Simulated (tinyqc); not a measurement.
What each integral does: Slater-Koster d bands of a bcc metal.

Values chosen for the exercise (of the size met in W; not measured data): dds = -1.459 eV (dd sigma); ddp = 0.773 eV (dd pi); ddd = -0.263 eV (dd delta); f2 = 0.42 (factor on all three integrals for second neighbours).

Levels at Gamma, E(t2g) = (8/3) dds + (16/9) ddp + (32/9) ddd + f2 (4 ddp + 2 ddd), E(eg) = (16/3) ddp + (8/3) ddd + f2 (3 dds + 3 ddd), and W = sqrt(12 mu2), the width of a rectangular band with the same second moment mu2 = z (dds^2 + 2 ddp^2 + 2 ddd^2)/5, z = 8 + 6 f2^2.

Results for these values:
```
case  t2g (eV)  eg (eV)  W (eV)
base   -2.3738   1.2516  8.6756
```

What happens to each result for ddd = -0.2235 eV, all else kept?

Answer: t2g rises from -2.3738 to -2.2002; eg rises from 1.2516 to 1.4067; W falls from 8.6756 to 8.6273.

The same for each parameter in turn:
```
case              t2g (eV)  eg (eV)  W (eV)
base               -2.3738   1.2516  8.6756
dds = -1.2402 eV   -1.7904   1.5273  7.9011
ddp = 0.8889 eV    -1.9731   1.8697  9.1455
ddd = -0.2235 eV   -2.2002   1.4067  8.6273
f2 = 0.483         -2.2122   0.9262  8.8375
```

The ratio of the shifts of t2g and eg names the integral: it is the ratio of the coefficients in the two formulas.

Run: tinyqc, `OMP_NUM_THREADS=1 python tinyqc.py 1480367 1480368 out.jsonl`; Intel(R) Xeon(R) Processor @ 2.30GHz, one thread, shared host; about 0.05 s of CPU time with all checks.
